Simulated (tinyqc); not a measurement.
# Out-diffusion of a doped substrate or buried layer into a growing epitaxial film, step by step

A worked calculation. Computed by tinyqc, a small Python program that keeps every step. Command: `OMP_NUM_THREADS=1 python tinyqc.py 3004923 3004924 out.jsonl buried walk`. One thread of a shared host (Intel(R) Xeon(R) Processor @ 2.30GHz), about 0.01 s of CPU time with the checks. Intermediate numbers are printed to about 5 digits and carried at full precision; extremes and crossings named in words are read from the listed rows.

x is counted from the original substrate surface into the film, whose surface moves as x = v t. Substrate dopant has one diffusivity; the dopant of the film is taken as uniform.

Inputs (values chosen for the exercise, modelled on boron in silicon): prefactor D0 = 1.16 cm^2/s; activation energy E = 3.48 eV; substrate concentration C_s = 1.9e+18 1/cm^3; film doping C_e = 1.2e+16 1/cm^3; growth rate v = 0.17 um/min; film thickness d = 0.84 um; growth temperature T = 1075 C; autodoping level at the start, as a share of C_s = 0.0001; decay length of autodoping = 0.38 um; later thermal budget (Dt)2 = 1.5e-12 cm^2.

Film doping: opposite type.

Constants: k_B = 8.617333262e-05 eV/K.

## Scales

D = D0 exp(-E/(k_B T)); growth time t = d/v; l = 2 sqrt(D t); growth number G = v t/l = d/l; 1 um = 1e-4 cm. Temperatures in kelvin are T(C) + 273.15.

diffusivity D = 1.1355e-13 cm^2/s

growth time t = 4.9412 min

length l = 0.11604 um

growth number G = 7.2386

The surface outruns diffusion, so the film acts as an infinite medium.

## Moving boundary against the simple erfc

For a surface that grows from dopant-free material and loses none by evaporation, with u = x/l and s = G - u: C/C_s = (1/2) [erfc(u) + (1 + 4 G (G + s)) exp(4 G s) erfc(G + s) - (4G/sqrt(pi)) exp(-u^2)]; for large G it tends to (1/2) erfc(u). Early in the growth G = sqrt(v x_s/(4 D)) for the thickness x_s reached so far; rows give C at the interface (u = 0) and at the surface (u = G).

The first stage of growth:
```
G     C/C_s at the interface  C at the surface (1/cm^3)  simple erfc there (1/cm^3)   ratio  thickness x_s (nm)
0.10                 0.82403                 1.5078e+18                  8.4316e+17  1.7883          1.6031e-01
0.25                 0.67967                 1.0433e+18                  6.8749e+17  1.5176          1.0019e+00
0.50                 0.57719                 5.3173e+17                  4.5553e+17  1.1673          4.0078e+00
0.75                 0.53808                 2.5003e+17                  2.7440e+17  0.9112          9.0175e+00
1.00                 0.52090                 1.0790e+17                  1.4943e+17  0.7221          1.6031e+01
1.50                 0.50794                 1.5250e+16                  3.2200e+16  0.4736          3.6070e+01
2.00                 0.50373                 1.4547e+15                  4.4438e+15  0.3274          6.4125e+01
2.50                 0.50202                 9.1469e+13                  3.8660e+14  0.2366          1.0019e+02
3.00                 0.50121                 3.7245e+12                  2.0986e+13  0.1775          1.4428e+02
```

At the interface the value falls from 0.824 towards 1/2 as G grows; among these rows it is within 1 % of 1/2 from G = 2 on. At the surface the ratio to the simple erfc goes from 1.788 to 0.177: a fixed wall would double the value, while fresh undoped material dilutes a fast-moving surface. The surface value drops below C_e = 1.2e16 by the row at 64.1 nm; the finished film has G = 7.24. Caution: rows with a thickness or a length l = x_s/G below about 1 nm are formal for a continuum model.

## Transition width

After growth and the later budget: l2 = 2 sqrt(D t + (Dt)2); C(x) = (C_s/2) erfc(x/l2) + share x C_s exp(-x/decay length) for x > 0 (autodoping taken as unchanged by the later budget). The transition x_t solves C(x) = C_e, the metallurgical junction. Usable film = d - x_t. Also give x_t for the erfc term alone, after growth and after the later budget.

length l2 = 0.11860 um

x_t after growth, erfc alone = 0.20465 um

x_t after the later budget, erfc alone = 0.20915 um

x_t with autodoping = 0.20943 um

usable film = 0.63057 um

Solid-state diffusion sets the transition. The later budget is 0.045 times that of the growth.

## Profile in the film

Positions are 0.05, 0.2, 0.4, 0.6, 0.8, 1, 1.25 and 1.5 of x_t with autodoping (any beyond the film thickness are formal); net doping = |C - C_e|.

Concentrations (1/cm^3):
```
x/x_t   x (um)   diffusion  autodoping  net doping
0.05   0.01047  8.5560e+17  1.8484e+14  8.4379e+17
0.20   0.04189  5.8659e+17  1.7017e+14  5.7476e+17
0.40   0.08377  3.0195e+17  1.5241e+14  2.9010e+17
0.60   0.12566  1.2734e+17  1.3650e+14  1.1548e+17
0.80   0.16754  4.3452e+16  1.2226e+14  3.1574e+16
1.00   0.20943  1.1891e+16  1.0950e+14           0
1.25   0.26178  1.7090e+15  9.5404e+13  1.0196e+16
1.50   0.31414  1.7079e+14  8.3124e+13  1.1746e+16
```

Checks made by the program: conservation of dopant by the moving-boundary solution (relative difference below 1e-10).
